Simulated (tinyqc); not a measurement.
What moves the results: Franz-Keldysh effect at a direct gap. A value that a table varies takes the place of the one given here.

Parabolic bands, vertical transitions, no excitons. For each hole band j: mr = me mj/(me + mj); joint density of states J_j(E) = (mr/c)^(3/2) sqrt(E - Eg)/(2 pi^2), both spins, c = hbar^2/2m0; averaged matrix element |e.p|^2 = m0 Ep/6; alpha_j(E) = 4 pi^2 alpha_f c Ep J_j/(3 nr E) in 1/angstrom (alpha_f the fine-structure constant, listed as alpha among the constants), times 1e8 for 1/cm.

In a field Fd (1 kV/cm = 1e-5 V/angstrom) the electro-optic energy of band j is th = (c (e Fd)^2/mr)^(1/3), and sqrt(E - Eg) in J_j is replaced by pi sqrt(th) [Ai'(b)^2 - b Ai(b)^2] with b = (Eg - E)/th; Ai is the Airy function.

Constants: hbar^2/2m0 = 3.80998211 eV angstrom^2; fine-structure constant alpha = 0.007297352564.

Values chosen for the exercise (near those of GaAs; not measured data): Eg = 1.446 eV (direct gap); me = 0.0696 m0 (electron mass); mhh = 0.504 m0 (heavy-hole mass); mlh = 0.0781 m0 (light-hole mass); Ep = 25.4 eV (Kane energy); nr = 3.63 (refractive index); Fd = 60 kV/cm (uniform field); det = 25 meV (detuning below the gap).

## Spectrum around the gap

Absorption (1/cm):

| E - Eg (eV) | alpha(0) | alpha(F) | change |
|---|---|---|---|
| -0.0705 | 0 | 2.078 | 2 |
| -0.0564 | 0 | 8.908 | 9 |
| -0.0423 | 0 | 34.73 | 35 |
| -0.0282 | 0 | 121.1 | 121 |
| -0.0141 | 0 | 370.2 | 370 |
| 0.0000 | 0 | 972.1 | 972 |
| 0.0141 | 3146 | 2142 | -1004 |
| 0.0282 | 4407 | 3872 | -535 |
| 0.0423 | 5346 | 5635 | 289 |
| 0.0564 | 6115 | 6634 | 519 |
| 0.0705 | 6774 | 6801 | 28 |
| 0.0846 | 7352 | 7090 | -262 |
| 0.1128 | 8336 | 8443 | 108 |
| 0.1410 | 9154 | 9208 | 54 |

At the gap alpha(F) = 972 1/cm; 56.4 meV below it 8.91 1/cm remain, the tail falling as exp(-(4/3) b^(3/2)). Among the energies listed the largest rise is 972 1/cm at E - Eg = 0.0 meV and the largest fall -1004 1/cm at 14.1 meV. It changes sign between 0.0 and 14.1 meV, between 28.2 and 42.3 meV, between 70.5 and 84.6 meV and between 84.6 and 112.8 meV; th is 28.2 meV for heavy holes and 33.4 meV for light holes.

## Tail absorption against field

At E = Eg - det; the field takes the values listed. The last column is the length for 10 dB of loss.

Results:

| Fd (kV/cm) | th heavy (meV) | b heavy | alpha (1/cm) | length (micrometre) |
|---|---|---|---|---|
| 10 | 8.54 | 2.927 | 0.296 | 7.77e+04 |
| 20 | 13.56 | 1.844 | 9.36 | 2.46e+03 |
| 40 | 21.52 | 1.162 | 71.2 | 323 |
| 60 | 28.20 | 0.886 | 158 | 146 |
| 100 | 39.64 | 0.631 | 334 | 68.9 |
| 150 | 51.95 | 0.481 | 527 | 43.7 |
| 250 | 73.02 | 0.342 | 831 | 27.7 |
| 400 | 99.89 | 0.250 | 1.17e+03 | 19.7 |

alpha grows by 2.7 decades from 10 to 60 kV/cm and by a factor 1.40 over the last step, where the field grows by 1.6: the exponent (4/3) b^(3/2) goes as 1/Fd, so the gain is steep only while b > 1 (deep in the tail the light-hole pair, with its smaller b, carries most of it), that is up to 40 kV/cm of those listed. Values below about 10 1/cm lie under the Urbach and exciton tails of a real crystal, left out here.

## What moves the tail

At E = Eg - det. Each row changes one parameter from the base and keeps the others.

Results:

| case | th heavy (meV) | alpha (1/cm) |
|---|---|---|
| base | 28.201 | 158.0 |
| Fd = 78 kV/cm | 33.591 | 238.9 |
| det = 35 meV | 28.201 | 67.31 |
| me = 0.08 m0 | 27.084 | 168.0 |
| mlh = 0.1015 m0 | 28.201 | 163.6 |
| Ep = 27.9 eV | 28.201 | 173.5 |
| nr = 3.81 | 28.201 | 150.5 |

The largest shifts from the base row, up to three for each result and ties (the steps differ in size, so this ranks the rows, not the parameters). th heavy (meV): Fd +5.390, me -1.117; unchanged at the printed digits by det, mlh, Ep and nr. alpha (1/cm): det -90.6, Fd +80.9, Ep +15.5.

Program tinyqc; command `OMP_NUM_THREADS=1 python tinyqc.py 1652683 1652684 out.jsonl`; about 0.01 s on one thread of a shared Intel(R) Xeon(R) Processor @ 2.30GHz.
